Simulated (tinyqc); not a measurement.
Thermoelectric coefficients of a parabolic band, Landauer integrals: two steps of the calculation.

Bulk parabolic band, x = (E - Ec)/kB T, C = hbar^2/(2 m0), kB T in eV. Modes per area gv m kB T x/(4 pi C) times the back-scattering length l0 x^rr give the transport function s0 X(x), s0 = (2 q^2/h) gv m kB T l0/(4 pi C), X = x^(1 + rr). I_k = int X (x - eta)^k w dx, w = 1/(4 cosh^2((x - eta)/2)).

Parameters, values chosen for the exercise:
```
symbol,value,unit,meaning
T,300,K,temperature
m,0.4,m0,mass of one valley
gv,3,,valleys
l0,0.98,nm,back-scattering length at x = 1
rr,2,,energy exponent of that length
kL,0.42,W/(m K),lattice thermal conductivity
eta,3.2,,reduced Fermi level (EF - Ec)/kB T
```

Constants: q = 1.602176634e-19 C, kB = 1.380649e-23 J/K, hbar = 1.054571817e-34 J s, h = 6.62607015e-34 J s, m0 = 9.1093837015e-31 kg, Vt = kB T/q, hbar^2/(2 m0) = 0.0380998212 eV nm^2. Results are converted to the units shown.

Problem 1. Coefficients of the electrons. sigma = s0 I_0, S = -(kB/q) I_1/I_0, Lorenz number L = (kB/q)^2 [I_2/I_0 - (I_1/I_0)^2], kappa_e = L sigma T.

converged I_0, I_1, I_2: [64.594076, 144.76781, 557.81746]

Find: s0; sigma; S; L; kappa_e.

Solution 1.

s0 = 49.20 S/cm
sigma = 3178 S/cm
S = -193.1 uV/K
L = 2.683 x 1e-8 V^2/K^2
kappa_e = 2.558 W/(m K)

L is 9.8 % above the Sommerfeld value (pi^2/3)(kB/q)^2 = 2.443e-8 V^2/K^2.

Problem 2. Power factor and figure of merit. Power factor S^2 sigma, ZT = S^2 sigma T/(kappa_e + kL).

sigma = 3178.0162 S/cm
S = -193.13110 uV/K
kappa_e = 2.5577956 W/(m K)

Find: power factor; ZT; electronic share of kappa.

Solution 2.

power factor = 11.85 mW/(m K^2)
ZT = 1.194
electronic share of kappa = 85.90 %

Range of the model: Parabolic bands, elastic scattering and a fixed kL make these model figures, not those of a material.

Program tinyqc, `OMP_NUM_THREADS=1 python tinyqc.py 2800027 2800028 out.jsonl`; Intel Xeon 2.30GHz, shared host, one thread, about 0.1 s.
